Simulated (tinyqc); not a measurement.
Worked calculation: RHF in the 6-311g basis, for H2, spin multiplicity 1. One step of it, computed by the program tinyqc.

Task: Orthogonalisation. S = U s U^T; symmetric (Loewdin) form X = U s^(-1/2) U^T, so that X^T S X = 1.

overlap S:
```
,1H 1s,1H 2s,1H 3s,2H 1s,2H 2s,2H 3s
1H 1s,1.000000,0.706377,0.373664,0.164332,0.346419,0.287783
1H 2s,0.706377,1.000000,0.788963,0.346419,0.638586,0.636312
1H 3s,0.373664,0.788963,1.000000,0.287783,0.636312,0.868128
2H 1s,0.164332,0.346419,0.287783,1.000000,0.706377,0.373664
2H 2s,0.346419,0.638586,0.636312,0.706377,1.000000,0.788963
2H 3s,0.287783,0.636312,0.868128,0.373664,0.788963,1.000000
```

Give: eigenvalues of S; X.

Result:

eigenvalues of S: 0.0406  0.1340  0.2347  0.7896  1.0536  3.7475

X:
```
,1H 1s,1H 2s,1H 3s,2H 1s,2H 2s,2H 3s
1H 1s,1.3759,-0.7547,0.2157,0.0313,-0.0105,-0.0379
1H 2s,-0.7547,2.2798,-1.0954,-0.0105,-0.4910,0.3223
1H 3s,0.2157,-1.0954,2.5320,-0.0379,0.3223,-1.3540
2H 1s,0.0313,-0.0105,-0.0379,1.3759,-0.7547,0.2157
2H 2s,-0.0105,-0.4910,0.3223,-0.7547,2.2798,-1.0954
2H 3s,-0.0379,0.3223,-1.3540,0.2157,-1.0954,2.5320
```
